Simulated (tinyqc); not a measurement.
Deformation potentials from a strained empirical pseudopotential: one step. Form factors, unstrained and under a volume change. Two cases, with inputs chosen for the exercise.

Question. q^2 = n (2 pi/a)^2 a0^2 for the shells n = 3, 8, 11; for e = h 1, q^2 is divided by (1 + h)^2 and V by (1 + h)^3. Last column: the change divided by the relative change of volume, (1 + h)^3 - 1.

Diamond lattice, no spin-orbit coupling. Atomic form factor V(q) = a1 (q^2 - a2)/(a3 exp(a4 q^2) - 1) in rydberg with q in 1/bohr, for the unstrained cell. Under a strain e the reciprocal vectors and k go over into (1 + e)^(-1) G, the atoms sit at +/- tau with tau = (1 + e) a (1,1,1)/8 - zeta a (eyz, ezx, exy)/4, and H(G,G') = c |k + G|^2 delta + (V(q)/det(1 + e)) cos(q.tau), q = G - G', with the term q = 0 left out; c = hbar^2/2m0. The basis is fixed before straining: all G with |k + G|^2 up to 16 (2 pi/a)^2. k is given in units of 2 pi/a of the unstrained cell.

Constants: a0 (Bohr radius) = 0.5291772105 angstrom.

Give: Form factors.

Case 1.

Values chosen (out of a larger set: near those of Si; not measured data):
- a = 5.423 angstrom (lattice constant)
- A = (0.538, 2.185, 2.08, 0.488) (a1 (Ry bohr^2), a2 (1/bohr^2), a3, a4 (bohr^2))
- h = 0.004 (size of the test strain)

Answer.

Form factors:

| n | q^2 (1/bohr^2) | V (Ry) | V expanded (Ry) | dV/(dVol/Vol) (Ry) |
|---|---|---|---|---|
| 3 | 1.12773 | -0.21824 | -0.21879 | -0.0459 |
| 8 | 3.00727 | 0.05513 | 0.05359 | -0.1279 |
| 11 | 4.13500 | 0.07163 | 0.07079 | -0.0699 |

Case 2.

Values chosen (out of a larger set: near those of Si; not measured data):
- a = 5.427 angstrom (lattice constant)
- A = (0.539, 2.195, 2.057, 0.482) (a1 (Ry bohr^2), a2 (1/bohr^2), a3, a4 (bohr^2))
- h = 0.002 (size of the test strain)

Answer.

Form factors:

| n | q^2 (1/bohr^2) | V (Ry) | V expanded (Ry) | dV/(dVol/Vol) (Ry) |
|---|---|---|---|---|
| 3 | 1.12607 | -0.22687 | -0.22715 | -0.0459 |
| 8 | 3.00284 | 0.05621 | 0.05541 | -0.1338 |
| 11 | 4.12891 | 0.07419 | 0.07374 | -0.0743 |

Computed by tinyqc, one run a case: `OMP_NUM_THREADS=1 python tinyqc.py N N+1 out.jsonl` with N = 1880993, 1881109; one thread of a shared Intel(R) Xeon(R) Processor @ 2.30GHz, about 0.2 s a run at most.
